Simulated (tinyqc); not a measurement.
Metal gate on a two-layer dielectric stack with fixed charge and a dipole: one step of the calculation.

Gate, layer 2, layer 1, p-type semiconductor; x runs from the gate inwards. Charges are counted in units of +q. psi is the band bending at the surface, positive towards inversion. Classical charge, Boltzmann statistics, no interface traps.

Task. Charge in the semiconductor. ni = sqrt(Nc Nv) exp(-Eg/(2 Vt)), Eg in volts. Qs = -sign(psi) sqrt(2 q eps0 eps_r Na Vt [exp(-u) + u - 1 + (ni/Na)^2 (exp(u) - u - 1)]), u = psi/Vt.

Values chosen for this exercise; band and dielectric values close to those of silicon, layer 1 close to silicon dioxide, layer 2 close to hafnium oxide: temperature T = 300 K; band gap Eg = 1.12 eV; relative permittivity eps_r = 11.6; conduction-band density of states at T Nc = 2.75e19 cm^-3; valence-band density of states at T Nv = 2.67e19 cm^-3; acceptor density Na = 2.2e16 cm^-3; band bending psi of the working point ps = 0.9 V.

Constants: q = 1.602176634e-19 C, kB = 1.380649e-23 J/K, Vt = kB T/q, eps0 = 8.8541878128e-14 F/cm where lengths are in cm. Results are converted to the units shown.

Find: Qs.

Result.

Qs = -0.2521 uC/cm^2

The surface is in strong inversion: psi exceeds 2 Vt ln(Na/ni) = 0.752 V.

tinyqc, about 0.01 s, one thread, Intel Xeon 2.30GHz (shared host): `OMP_NUM_THREADS=1 python tinyqc.py 2010093 2010094 out.jsonl`
